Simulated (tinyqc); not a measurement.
Worked calculation: sp3 tight binding, zinc-blende lattice. One step of it, computed by the program tinyqc.

Task: Levels at L. Diagonalise the Hermitian matrix.

H(k) at L (eV), lower triangle (Hermitian):
```
                      a s                 a px                 a py                 a pz
a s            -11.100000
a px             0.000000            -6.330000
a py             0.000000             0.000000            -6.330000
a pz             0.000000             0.000000             0.000000            -6.330000
c s   -1.893360-1.893360i   1.175945+1.175945i   1.175945+1.175945i   1.175945+1.175945i
c px  -1.175945-1.175945i   0.458996+0.458996i  -1.362645-1.362645i  -1.362645-1.362645i
c py  -1.175945-1.175945i  -1.362645-1.362645i   0.458996+0.458996i  -1.362645-1.362645i
c pz  -1.175945-1.175945i  -1.362645-1.362645i  -1.362645-1.362645i   0.458996+0.458996i

             c s       c px       c py       c pz
c s   -11.100000
c px    0.000000  -6.330000
c py    0.000000   0.000000  -6.330000
c pz    0.000000   0.000000   0.000000  -6.330000
```

Give: eigenvalues.

Result:

eigenvalues (eV): -14.5066  -11.9124  -8.9062  -8.9062  -6.0450  -3.7538  -3.7538  -2.3960
